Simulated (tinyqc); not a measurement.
Changing the sink density n: solubility, supersaturation, precipitation and gettering of an impurity in a silicon-like host. Computed by tinyqc, a small Python program. Command: `OMP_NUM_THREADS=1 python tinyqc.py 3013957 3013958 out.jsonl ripen sweep`. One thread of a shared host (Intel(R) Xeon(R) Processor @ 2.30GHz), about 0.01 s of CPU time with the checks.

The wafer was saturated at T1 and is then held at T.

Inputs (values chosen for the exercise, modelled on iron in silicon): site density N0 = 5e+22 1/cm^3; enthalpy of solution H = 2.92 eV; entropy of solution S = 7.8 k_B; diffusion prefactor D0 = 0.0012 cm^2/s; migration energy Q = 0.655 eV; temperature of saturation T1 = 1350 K; anneal temperature T = 846 K; initial sink radius r0 = 22 nm; impurity density in the precipitate C_p = 5.2e+22 1/cm^3; interface energy gamma = 0.55 J/m^2; anneal time t = 1500 s.

Constants: k_B = 8.617333262e-05 eV/K; k_B = 1.380649e-23 J/K.

Method:
- C_eq(T) = N0 exp(S/k_B - H/(k_B T)); D(T) = D0 exp(-Q/(k_B T)); C0 = C_eq(T1). Supersaturation s = C0/C_eq(T); critical radius r* = 2 gamma/(C_p k_B T ln s); barrier W* = (4 pi/3) gamma r*^2. Strain energy is left out.
- tau0 = 1/(4 pi n r0 D); C_fixed(t) = C_eq + (C0 - C_eq) exp(-t/tau0). If all excess precipitates, the final radius is r_f = [r0^3 + 3 (C0 - C_eq)/(4 pi n C_p)]^(1/3), with tau_f = 1/(4 pi n r_f D).
- Growing sinks: with y = r/r_f and y0 = r0/r_f, dy/dt = (1 - y^3)/(3 tau_f y), which integrates to t/tau_f = F(y) - F(y0), F(y) = (1/2) ln[(1 + y + y^2)/(1 - y)^2] - sqrt(3) arctan[(2y + 1)/sqrt(3)]; the share of the excess left is (1 - y^3)/(1 - y0^3), and C(t) = C_eq + (C0 - C_eq) x share.

One run for each value:
```
sink density n (1/cm^3)  final radius r_f (nm)   tau_f (s)  C(t) with growing sinks (1/cm^3)
1.50e+06                                167.55  2.1054e+04                        1.5117e+15
6.10e+06                                105.21  8.2447e+03                        1.4476e+15
2.50e+07                                 66.36  3.1895e+03                        1.2149e+15
1.10e+08                                 42.10  1.1425e+03                        5.7828e+14
4.40e+08                                 29.87  4.0263e+02                        4.7669e+13
1.80e+09                                 24.42  1.2039e+02                        7.0591e+09
7.60e+09                                 22.62  3.0779e+01                        4.9146e+08
3.20e+10                                 22.15  7.4650e+00                        4.9146e+08
```

Describe and explain the trends.

Over the rows, final radius r_f (nm) falls from 168 to 22.2 (exponent d ln y / d ln x -0.33 between the first rows and -0.015 between the last); tau_f (s) falls from 21100 to 7.47 (exponent d ln y / d ln x -0.67 between the first rows and -0.99 between the last); C(t) with growing sinks (1/cm^3) falls from 1.51e15 to 4.91e8, flat over part of the range. At the low end the exponent of final radius r_f is -0.33, close to -0.33: a fixed amount shared among n sinks. At the high end the exponent of final radius r_f is -0.01, close to 0: the sinks hardly grow. At the low end the exponent of tau_f is -0.67, close to -0.67: n r_f goes as n^(2/3). At the high end the exponent of tau_f is -0.99, close to -1: fixed radius.  Left out: 1.30e11 (growth negligible, or long complete).

Caution (all rows): the barrier to homogeneous nucleation is below 35 k_B T for these inputs, so new precipitates would form and outnumber the fixed sinks assumed here.
